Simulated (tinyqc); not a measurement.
Cluster expansion of a binary alloy: correlations, fit, cross-validation and ground states. From alpha_1 back to first-pair interaction V1. Computed by tinyqc, a small Python program. Command: `OMP_NUM_THREADS=1 python tinyqc.py 3022184 3022185 out.jsonl clex inv`. One thread of a shared host (Intel(R) Xeon(R) Processor @ 2.30GHz), about 0.05 s of CPU time with the checks.

s = +1 for A and -1 for B. Energy per site E = J0 + J1 P(point) + sum over clusters of m V P, with P the mean product of spins; V > 0 on a pair favours unlike neighbours. Clusters per site m: pair 1 6, pair 2 3, pair 3 12, triplet 8; the triplet is the triangle of first neighbours. Formation energies are counted from the line between pure A and pure B, which removes J0 and J1.

Inputs (values chosen for the exercise, for a model alloy):
```
quantity                    value  unit
second-pair interaction V2    2.7   meV
third-pair interaction V3   -0.22   meV
triplet interaction Vt       -1.4   meV
temperature T                 560     K
fraction x of B              0.12     -
```

Lattice: fcc.

Constants: k_B = 8.617333262e-05 eV/K.

Method. Random alloy: P(pair) = p^2, P(triplet) = p^3, p = 1 - 2x, so H_mix = (p^2 - 1) sum m V(pairs) + (p^3 - p) m Vt; G_mix = H_mix + k_B T [x ln x + (1 - x) ln(1 - x)]. To first order in 1/T the Warren-Cowley parameter of shell 1 is alpha_1 = -(1 - p^2) V_eff/(k_B T), V_eff = V1 + (number of triplets on a first-neighbour bond) p Vt, that number being 4.

Question. A run gave the result below. Find the first-pair interaction V1, known to lie between -17 and -6.4 meV.

alpha_1 = 0.1103681

Answer.

Each step takes the trial c = (a f_b - b f_a)/(f_b - f_a), f being the result less the target; c replaces end b, the old b replaces a if the sign of f changed, and otherwise f_a is halved.

Scan of the range:
```
first-pair interaction V1 (meV)   alpha_1
-17.00                           0.186056
-15.20                           0.170301
-13.50                           0.155420
-11.70                           0.139665
-9.93                            0.124172
-8.17                            0.108766
-6.40                            0.093273
```

False position (Illinois rule) inside the bracket:
```
step  end a  end b     trial   alpha_1
1     -9.93  -8.17  -8.35300  0.110368
```

alpha_1 falls at every point of a 13-point scan of the range (every second point is shown), so one value fits; it is bracketed by -9.93 and -8.17. The scan shows a straight line, so linear interpolation between any two rows gives the answer at once. Answer: first-pair interaction V1 = -8.353 meV.

Caution: G_mix lies above the hull of the ordered structures at this x, so the random alloy is not the equilibrium state at T.
